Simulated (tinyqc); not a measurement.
Comparisons within one model: polytypes by hexagonality, and a cubic inclusion as a quantum well. A value that a table varies takes the place of the one given here.

Gap: E3 + (Es - E3) h/hs for h up to hs, then linear from Es to E2 at h = 1. Valence top Ev2 h and polarisation P2 h, both counted from 3C; Ec = Ev + gap.

A cubic inclusion of width L = N d in the host (h = 0.5) is a well of depth V = Ec(host) - Ec(3C). Square well with mass mismatch: k tan(k L/2) = (m_w/m_b) q, k = sqrt(m_w E/c), q = sqrt(m_b (V - E)/c), c = hbar^2/2m0, lowest root. The depth of the level, V - E, is its binding, and the transition to the valence top of the host is gap(host) - (V - E). The step in polarisation gives a field |F| = |P|/(eps eps0) in a thin inclusion, eps0 = 8.8541878e-12 F/m.

Constants: hbar^2/2m0 = 3.80998211 eV angstrom^2.

Inputs chosen for the exercise (of the order of those of SiC; not measured data):

| symbol | value | unit | meaning |
|---|---|---|---|
| E3 | 2.398 | eV | gap of the cubic polytype |
| E2 | 3.329 | eV | gap of 2H |
| Ev2 | 0.152 | eV | valence top of 2H above that of 3C |
| P2 | -0.0455 | C/m^2 | spontaneous polarisation of 2H |
| Es | 3.238 | eV | gap at the hexagonality hs |
| hs | 0.5 |  | hexagonality up to which the first line holds |
| m | (0.321, 0.32) | m0 | electron mass along c in the cubic layer and in the host |
| d | 2.513 | angstrom | thickness of a double layer |
| eps | 10 |  | dielectric constant |
| N | 2 |  | double layers in the cubic inclusion |

## Width of the inclusion

Without the field: square well. With it, the potential inside is |F| (z - L/2), the host conduction edge lies at V - |F| L/2 on one side and V + |F| L/2 on the other, and the lowest level E_F is found by finite differences (step 0.25 angstrom, wide box, good to about 1 meV). Holes sit in the host on the high side, so the transition is gap(host) - V + E_F - |F| L/2. A dash: bound by less than 2 meV or not at all.

Results:

| N | L (angstrom) | depth (eV) | transition (eV) | depth below the low side, with field (eV) | transition with field (eV) |
|---|---|---|---|---|---|
| 1 | 2.51 | 0.096 | 3.142 | 0.067 | 3.107 |
| 2 | 5.03 | 0.277 | 2.961 | 0.216 | 2.893 |
| 3 | 7.54 | 0.434 | 2.804 | 0.343 | 2.702 |
| 4 | 10.05 | 0.548 | 2.690 | 0.427 | 2.552 |
| 6 | 15.08 | 0.687 | 2.551 | 0.512 | 2.338 |
| 8 | 20.10 | 0.761 | 2.477 | 0.541 | 2.181 |
| 12 | 30.16 | 0.833 | 2.405 | 0.550 | 1.913 |

The square well binds a level even at N = 1 (96 meV), as any symmetric one-dimensional well does; the depth grows to 833 of 916 meV, and the transition tends to E3 - Ev(host) = 2.322 eV. With the field the level is bound by 2 meV or more for N = 1, 2, 3, 4, 6, 8 and 12, and the transition is lowered by 35 meV at N = 1 and 493 meV at N = 12, where |F| L/2 = 387 meV. Free carriers or surface charge screen the field and the step between the two sides, and the attraction to the hole, left out here, binds the electron further.

## The same inclusion in several hosts

h from the stacking: 8H 1/4, 6H 1/3, 15R 2/5, 4H 1/2, 9R 2/3, 2H 1. V = Ec(host) - Ec(3C); square-well level from k tan(k L/2) = (m_w/m_b) q, k = sqrt(m_w E/c), q = sqrt(m_b (V - E)/c), L = N d; |F| = |P|/(eps eps0), eps0 = 8.8541878e-12 F/m.

Results:

| host | h | gap (eV) | V (eV) | depth (eV) | \|F\| (MV/cm) |
|---|---|---|---|---|---|
| 8H | 0.250 | 2.818 | 0.458 | 0.085 | 1.28 |
| 6H | 0.333 | 2.958 | 0.611 | 0.140 | 1.71 |
| 15R | 0.400 | 3.070 | 0.733 | 0.191 | 2.06 |
| 4H | 0.500 | 3.238 | 0.916 | 0.277 | 2.57 |
| 9R | 0.667 | 3.268 | 0.972 | 0.305 | 3.43 |
| 2H | 1.000 | 3.329 | 1.083 | 0.364 | 5.14 |

From 8H to 4H the well deepens by a factor of 2.00 and the bound level by 3.27, between the limits of a wide well (as V) and a thin one (as V^2); in 4H the level keeps 30 % of V; from 4H to 2H the gap gains only 91 meV while the field doubles. The depths leave the field out, although its drop |F| L reaches 258 meV in 2H.

## What each parameter does

Well depth, depth of the level, transition without the field and field. Each row changes one parameter from the base and keeps the others.

Results:

| case | V (eV) | depth (eV) | transition (eV) | \|F\| (MV/cm) |
|---|---|---|---|---|
| base | 0.9160 | 0.2771 | 2.9609 | 2.569 |
| N = 3 | 0.9160 | 0.4338 | 2.8042 | 2.569 |
| Ev2 = 0.182 eV | 0.9310 | 0.2845 | 2.9535 | 2.569 |
| E3 = 2.378 eV | 0.9360 | 0.2870 | 2.9510 | 2.569 |
| E2 = 3.359 eV | 0.9160 | 0.2771 | 2.9609 | 2.569 |
| P2 = -0.0592 C/m^2 | 0.9160 | 0.2771 | 2.9609 | 3.343 |
| eps = 11 | 0.9160 | 0.2771 | 2.9609 | 2.336 |
| m = (0.385, 0.32) m0 | 0.9160 | 0.2846 | 2.9534 | 2.569 |

The largest shifts from the base row, up to three for each result and ties (the steps differ in size, so this ranks the rows, not the parameters). V (eV): E3 +0.0200, Ev2 +0.0150; unchanged at the printed digits by N, E2, P2, eps and m. depth (eV): N +0.1567, E3 +0.0100, m +0.0075, Ev2 +0.0075; unchanged at the printed digits by E2, P2 and eps. transition (eV): N -0.1567, E3 -0.0100, m -0.0075, Ev2 -0.0075; unchanged at the printed digits by E2, P2 and eps. |F| (MV/cm): P2 +0.774, eps -0.234; unchanged at the printed digits by N, Ev2, E3, E2 and m.

tinyqc: `OMP_NUM_THREADS=1 python tinyqc.py 1850528 1850529 out.jsonl`; about 0.05 s, one thread, shared Intel(R) Xeon(R) Processor @ 2.30GHz.
